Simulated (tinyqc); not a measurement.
Inside a calculation. Model: off-state leakage of single and stacked transistors.

Program tinyqc, `OMP_NUM_THREADS=1 python tinyqc.py 2242239 2242240 out.jsonl`; Intel Xeon 2.30GHz, shared host, one thread, about 0.03 s. Printed values are rounded.

n-channel devices of unit width. Subthreshold current I(Vg, Vs, Vd) = I0 (T/300 K)^0.5 exp[(Vg - Vs - VT(T) - gb (Vs - Vb) + dd (Vd - Vs))/(nf Vt)] (1 - exp(-(Vd - Vs)/Vt)), VT(T) = VT - cT (T - 300 K). Gate-edge tunnelling Ig (Vd/1 V) exp(ag (Vd - 1 V)), for a gate at 0 V, and band-to-band leakage Ab u exp(-Bb/u), u = Vd - Vb + 1 V, flow at a drain held at V; both are taken as independent of T. In a stack of off transistors (all gates at 0 V) the same subthreshold current passes through each.

Parameters, values chosen for the exercise; values of the order met in bulk silicon logic transistors: temperature T = 398 K; supply voltage V = 0.8 V; threshold at 300 K, zero drain and body bias VT = 0.46 V; fall of the threshold with temperature cT = 0.8 mV/K; current at threshold at 300 K I0 = 0.36 uA/um; slope factor nf = 1.21; drain-induced lowering per volt dd = 0.05; rise of the threshold per volt of source-body bias gb = 0.12; gate-edge tunnelling current at 1 V Ig = 7e-6 uA/um; exponential slope of the gate current ag = 4.7 1/V; prefactor of band-to-band leakage at the drain Ab = 8 uA/(um V); its exponential voltage Bb = 22 V; body voltage Vb = 0 V.

Constants: q = 1.602176634e-19 C, kB = 1.380649e-23 J/K, Vt = kB T/q. Results are converted to the units shown.

## Leakage of one transistor

Vg = Vs = 0, Vd = V; effective threshold VT(T) - gb Vb - dd V.

effective threshold = 0.3416 V
parts (nA/um): subthreshold 0.1103592, gate edge 0.002187516, band-to-band 0.07084657
total = 0.1833933 nA/um
shares (%): subthreshold 60.17625, gate edge 1.192800, band-to-band 38.63095

The subthreshold part is the largest.

## Starting value

Vx = dd V/(1 + gb + 2 dd), the solution for Vx well above Vt, rounded to three decimals.

Vx at the start = 0.033 V

## Iteration 1: new Vx

Stack of two, Vx the node between them: I_low = I(0, 0, Vx), I_up = I(0, Vx, V), f = ln(I_up/I_low), f' = -(1 + gb + 2 dd)/(nf Vt) - 1/(Vt (exp(Vx/Vt) - 1)) - 1/(Vt (exp((V - Vx)/Vt) - 1)), Vx(new) = Vx - f/f'.

I_low = 0.02706576 nA/um
I_up = 0.04352627 nA/um
f = 0.4750950
f' = -47.42511 1/V
Vx after iteration 1 = 0.04301779 V

## Iteration 2: new Vx

As before.

I_low = 0.03168460 nA/um
I_up = 0.03281648 nA/um
f = 0.03510000
f' = -41.03625 1/V
Vx after iteration 2 = 0.04387314 V

## Iteration 3: new Vx

As before.

I_low = 0.03202910 nA/um
I_up = 0.03203458 nA/um
f = 1.711202e-4
f' = -40.63908 1/V
Vx after iteration 3 = 0.04387735 V

## Course of the iteration

Stop when the step is below 1e-11 V, or after 40 iterations.

Course of the iteration:
```
iteration  Vx before the step (V)  step (V)
1                           0.033    0.0100
2                      0.04301779   8.55e-4
3                      0.04387314   4.21e-6
4                      0.04387735  9.91e-11
5                      0.04387735   < 1e-14
```

Converged in 5 iterations. The subthreshold current of the stack is 0.03203 nA/um, 3.45 times less than that of one transistor (the drain leakage is unchanged); the estimate exp[dd V (1 + gb + dd)/((1 + gb + 2 dd) nf Vt)] gives 2.52.
